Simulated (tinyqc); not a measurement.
# Input admittance of a MOSFET at zero drain bias: distributed channel and distributed gate: two studies

Source and drain grounded, strong inversion, w = 2 pi f, Cox = eps0 eox/tox. The channel is an RC line of resistance 1/(mu Cox Vo) per square fed from both ends, so one finger has the intrinsic admittance y = i w Cox L tanh(g)/g per width, g = (1/2) sqrt(i w tau), tau = L^2/(mu Vo). The vertical resistance rv/L is in series with y, the overlaps 2 i w Cov in parallel: y_t = 1/(1/y + rv/L) + 2 i w Cov. The gate strip is a line of Rsh/L per length loaded by y_t, so a finger has Y = y_t Wf tanh(k)/k, k = (Wf/sd) sqrt(y_t Rsh/L); the device has Nf Y.

Inputs (values chosen for the exercise); values of the order met in silicon radio-frequency transistors:
```
symbol  value        unit                                                                 meaning
eox      25.6              relative permittivity of the gate insulator (close to zirconium oxide)
tox        12          nm                                                     insulator thickness
L       0.053          um                                                          channel length
Wf       0.89          um                                                            finger width
Nf          1                                                                   number of fingers
mu        250  cm^2/(V s)                                                        channel mobility
Vo       0.56           V                                                          gate overdrive
Rsh        31  ohm/square                                            sheet resistance of the gate
rv        1.4    ohm um^2                                  vertical resistivity of the gate stack
sd          1                                       number of ends at which a finger is contacted
Cov      0.18       fF/um                             overlap and fringe capacitance on each side
f          25         GHz                                                               frequency
```

Constants: eps0 = 8.8541878128e-14 F/cm where lengths are in cm. Results are converted to the units shown.

Each table varies one quantity; the others keep the values above.

## Input impedance against frequency

Low-frequency limits, with c = Cox L and ct = c + 2 Cov: R_strip = Rsh Wf/(3 sd^2 L Nf), R_ch = (c/ct)^2 L/(12 mu Cox Vo Wf Nf), R_vert = (c/ct)^2 rv/(L Wf Nf), C = ct Wf Nf. Z = 1/(Nf Y) = R + 1/(i w C), Q = |Im Z|/R, far-point signal |1/cosh k|.

The same in every row: low-frequency R (ohm) = 199.7.

Results:

| f (GHz) | w tau | \|k\| | R (ohm) | C (fF) | Q | signal at the far point |
|---|---|---|---|---|---|---|
| 0.2 | 2.521e-4 | 0.02815 | 199.7 | 1.211 | 3289 | 1.000 |
| 0.6 | 7.564e-4 | 0.04876 | 199.7 | 1.211 | 1096 | 1.000 |
| 1 | 0.001261 | 0.06295 | 199.7 | 1.211 | 657.8 | 1.000 |
| 4 | 0.005043 | 0.1259 | 199.7 | 1.211 | 164.5 | 1.000 |
| 9 | 0.01135 | 0.1888 | 199.7 | 1.211 | 73.09 | 0.9999 |
| 20 | 0.02521 | 0.2815 | 199.7 | 1.211 | 32.90 | 0.9993 |
| 100 | 0.1261 | 0.6294 | 199.5 | 1.207 | 6.611 | 0.9834 |
| 300 | 0.3782 | 1.089 | 197.4 | 1.174 | 2.289 | 0.8738 |

Estimate the missing row, f = 50 GHz.

Computed row:

| f (GHz) | w tau | \|k\| | R (ohm) | C (fF) | Q | signal at the far point |
|---|---|---|---|---|---|---|
| 50 | 0.06303 | 0.4451 | 199.7 | 1.210 | 13.17 | 0.9958 |

With this row back in the table: R falls from 200 to 197 ohm and C falls from 1.21 to 1.17 fF. Q goes as f^(-1.00) between the first two rows and f^(-0.97) between the last two, where w tau = 0.378 and |k| = 1.09. The low-frequency limits hold both R and C within 5 % up to f = 300 GHz among the rows.

## Effect of the channel length

Same model as above.

Results:

| L (um) | w tau | \|k\| | R (ohm) | low-frequency R (ohm) | C (fF) | Q | signal at the far point |
|---|---|---|---|---|---|---|---|
| 0.03 | 0.01010 | 0.3452 | 330.1 | 330.1 | 0.8245 | 23.39 | 0.9986 |
| 0.058 | 0.03774 | 0.3111 | 185.5 | 185.6 | 1.295 | 26.49 | 0.9990 |
| 0.11 | 0.1358 | 0.2923 | 122.3 | 122.3 | 2.169 | 24.00 | 0.9988 |
| 0.42 | 1.979 | 0.2734 | 161.1 | 161.4 | 7.333 | 5.389 | 0.9937 |
| 0.8 | 7.181 | 0.2473 | 277.3 | 283.6 | 12.80 | 1.794 | 0.9855 |
| 1.6 | 28.72 | 0.1696 | 432.5 | 560.0 | 15.11 | 0.9741 | 0.9898 |
| 3 | 101.0 | 0.1217 | 432.2 | 1052 | 14.18 | 1.039 | 0.9949 |

Estimate the missing row, L = 0.22 um.

Computed row:

| L (um) | w tau | \|k\| | R (ohm) | low-frequency R (ohm) | C (fF) | Q | signal at the far point |
|---|---|---|---|---|---|---|---|
| 0.22 | 0.5430 | 0.2811 | 113.8 | 113.8 | 4.016 | 13.93 | 0.9977 |

With this row back in the table: As L goes from 0.03 to 3, R moves up and down between 114 and 432 ohm, C goes from 0.824 through a maximum of 15.1 (at L = 1.6 among the rows listed) to 14.2 fF and Q moves up and down between 0.974 and 26.5.

Program tinyqc, `OMP_NUM_THREADS=1 python tinyqc.py 2262129 2262130 out.jsonl`; Intel Xeon 2.30GHz, shared host, one thread, about 0.01 s.
